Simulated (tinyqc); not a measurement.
Worked calculation: tight binding, honeycomb lattice. One step of it, computed by the program tinyqc.

Problem. Levels at k. Diagonalise the Hermitian matrix.

H(k) at k (eV):
```
                    A                   B
A            1.171578  1.586684-0.206781i
B  1.586684+0.206781i           -2.044867
```

Give: eigenvalues; weights |c|^2 of the basis functions.

Solution.

eigenvalues (eV): -2.7053  1.8320

weights |c|^2 of the basis functions:
```
   band 1  band 2
A  0.1456  0.8544
B  0.8544  0.1456
```
